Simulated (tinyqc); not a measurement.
Strain dependence: valley-orbit splitting of a donor ground state, with strain. Computed by tinyqc, a small Python program. Command: `OMP_NUM_THREADS=1 python tinyqc.py 3009407 3009408 out.jsonl valleyorbit walk`. One thread of a shared host (Intel(R) Xeon(R) Processor @ 2.30GHz), about 0.01 s of CPU time with the checks.

The basis is the 1s envelope in each valley; energies are counted from the unstrained conduction-band edge. The strain is e_s (a a^T - 1/3) for the unit stress axis a, so valley j along n_j moves by Xi_u e_s w_j with w_j = (n_j.a)^2 - 1/3: -1/3 for x and y, +2/3 for z.

Inputs (values chosen for the exercise, modelled on donors in silicon): single-valley binding energy E_0 = 32.3 meV; central-cell shift Lambda = 4.32 meV; coupling Delta_1 = 2.3 meV; coupling Delta_2 = 1.5 meV; shear deformation potential Xi_u = 8.44 eV; shear strain e_s = -0.00014.

Valleys: six along <100>. Stress axis: [001].

Method:
- By symmetry: E(A1) = E_0 + Lambda + 4 Delta_1 + Delta_2 (one state), E(T2) = E_0 + Lambda - Delta_2 (three), E(E) = E_0 + Lambda - 2 Delta_1 + Delta_2 (two), as binding energies.
- H_jj = -(E_0 + Lambda) + Xi_u e_s w_j; H_jk = -Delta_2 between opposite valleys and -Delta_1 between perpendicular ones.
- The contact hyperfine ratio is A/A_0 = (sum_j c_j)^2/(number of valleys), c_j the valley amplitudes of the ground state; binding from the lowest valley edge.

E(A1) = 47.32 meV

Against strain:
```
e_s        Xi_u e_s (w_max - w_min) (meV)  binding (meV)  gap to next level (meV)    A/A_0
-0.001100                        -9.28400         42.692                    7.572  0.88708
-0.000420                        -3.54480         45.174                   10.054  0.98333
-0.000140                        -1.18160         46.555                   11.435  0.99828
-0.000042                        -0.35448         47.086                   11.966  0.99985
0.000042                          0.35448         47.204                   12.084  0.99986
0.000140                          1.18160         46.948                   11.828  0.99847
0.000420                          3.54480         46.323                   11.203  0.98800
0.001100                          9.28400         45.292                   10.172  0.94395
```

What follows from these numbers?

A/A_0 falls for either sign of strain, to 0.887 and 0.944 at the ends; its limits are the shares of the valleys that end up lowest, 2/6 under compression and 4/6 under tension. Near zero strain A/A_0 changes in second order, the binding in first. The binding energy drops from 47.32 meV to 42.69 and 45.29 meV, since fewer valleys share the valley-orbit gain.

Extremes, crossings and ranges named in words are read from the listed rows.
